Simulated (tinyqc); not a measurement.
Inside a calculation. Method: FCI on RHF in the sto-6g basis, for H3+, spin multiplicity 1. One step of it, computed by the program tinyqc.

Question. FCI: determinants and Hamiltonian. Slater-Condon rules over spin orbitals, with the nuclear repulsion added and E(HF) subtracted on the diagonal.

one-electron integrals over orbitals h = C^T H C (hartree):
$$\begin{pmatrix}
-1.418234 & 0.000000 & -0.000043 \\
0.000000 & -1.028161 & 0.000000 \\
-0.000043 & 0.000000 & -1.028048
\end{pmatrix}$$

Two-electron integrals over orbitals (pq|rs), unique and non-zero (hartree):
```
(11|11) 0.509903    (21|21) 0.150002    (22|11) 0.503742    (22|22) 0.600075
(31|11) 0.000043    (31|22) -0.108660   (31|31) 0.150010    (32|21) -0.108696
(32|32) 0.084561    (33|11) 0.503798    (33|22) 0.431070    (33|31) 0.108669
(33|33) 0.600086
```

nuclear repulsion = 1.15900436 hartree

Hartree-Fock energy = -1.16756090 hartree

Give: determinants; H - E(HF) between determinants.

Answer.

Occupation strings over the orbitals (2 doubly, a alpha, b beta, 0 empty; spin orbitals ordered 1a 1b 2a 2b ...): 200 ab0 a0b ba0 b0a 020 0ab 0ba 002

H - E(HF) between determinants (hartree):
```
       200     ab0     a0b     ba0     b0a     020     0ab     0ba
200  0.000   0.000   0.000   0.000   0.000   0.150   0.000   0.000
ab0  0.000   0.384   0.000  -0.150   0.000   0.000  -0.109   0.109
a0b  0.000   0.000   0.384   0.000  -0.150  -0.109   0.000   0.000
ba0  0.000  -0.150   0.000   0.384   0.000   0.000   0.109  -0.109
b0a  0.000   0.000  -0.150   0.000   0.384   0.109   0.000   0.000
020  0.150   0.000  -0.109   0.000   0.109   0.870   0.000   0.000
0ab  0.000  -0.109   0.000   0.109   0.000   0.000   0.701  -0.085
0ba  0.000   0.109   0.000  -0.109   0.000   0.000  -0.085   0.701
002  0.150   0.000   0.109   0.000  -0.109   0.085   0.000   0.000

        002
200   0.150
ab0   0.000
a0b   0.109
ba0   0.000
b0a  -0.109
020   0.085
0ab   0.000
0ba   0.000
002   0.871
```
